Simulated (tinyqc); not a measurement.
Chemically amplified photoresist: aerial image, acid generation, bake, development and line width: one step, computed by the program tinyqc.

Lines and spaces of pitch p with a two-beam-like image; x = 0 is the middle of the bright space. The resist is positive and treated as uniform in depth.

Question. Photon statistics at the edge. Dose E(x) = E [1 + c cos(2 pi x/p)]; acid h = 1 - exp(-C E(x)). Bake: the acid image is blurred by a Gaussian of variance sigma^2 = 2 D t (each Fourier term k of h, taken on 64 points, is multiplied by exp(-4 pi^2 k^2 D t/p^2)). The edge lies at x = width/2. Absorbed photons per volume N = E(edge) alpha/(photon energy), 1 mJ/cm^2 = 62.41509 eV/nm^2, alpha in 1/nm; a Gaussian blur averages over a volume V = (2 sqrt(pi) sigma)^3; relative noise 1/sqrt(N V); edge noise sigma_x = (dh/d ln E) noise/|dh/dx|, with both derivatives of the blurred acid at the edge.

Inputs (values chosen for the exercise, for a model resist at 13.5 nm):
```
quantity,value,unit
pitch p,26,nm
image contrast c,0.52,-
mean dose E,14.9,mJ/cm^2
Dill parameter C,0.019,cm^2/mJ
acid diffusivity D,0.038,nm^2/s
bake time t,45,s
photon energy,91.84,eV
absorption coefficient alpha,6.8,1/um
```

space width = 14.56295 nm

diffusion length sigma = sqrt(2 D t) = 1.849324 nm

Give: absorbed photons N; photons in the blur volume; edge noise from photons.

Answer.

absorbed photons N = 0.062136 1/nm^3

photons in the blur volume = 17.506

edge noise from photons = 1.9340 nm

Caution: lateral development, standing waves and the joint diffusion of acid and quencher are left out, so widths are indicative. Caution: the noise counts photons alone (acid and quencher statistics add to it) and takes the film as thicker than the blur; a thinner film averages in two dimensions only.
